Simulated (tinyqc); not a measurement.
## Film and buried-oxide thickness from two coupling ratios

Problem. In a depleted film -dVT/dVb is k1 = Cs Cbox/(Cox (Cs + Cbox)) for a front channel and k2 = Cbox (Cox + Cs)/(Cox Cs) for a back channel, with Cox = eps0 eox/tox, Cs = eps0 eps_r/ts, Cbox = 3.9 eps0/tb. Find ts and tb.

Values chosen for this exercise; band and dielectric values close to those of In0.53Ga0.47As:
- eps_r = 14.1 (relative permittivity)
- eox = 3.9 (relative permittivity of the gate insulator (close to silicon dioxide))
- tox = 1.5 nm (insulator thickness)

coupling ratios for a front and a back channel: 0.10849492  0.27712766

Answer. With y = Cox/Cs and z = Cox/Cbox, 1/k1 = y + z and k2 = (1 + y)/z, so y = (k2/k1 - 1)/(1 + k2); the thicknesses follow from y and z.

ts = 6.60 nm
tb = 12.0 nm

Numbers from tinyqc (`OMP_NUM_THREADS=1 python tinyqc.py 2190001 2190002 out.jsonl`; about 0.3 s on one thread of a shared Intel Xeon 2.30GHz).
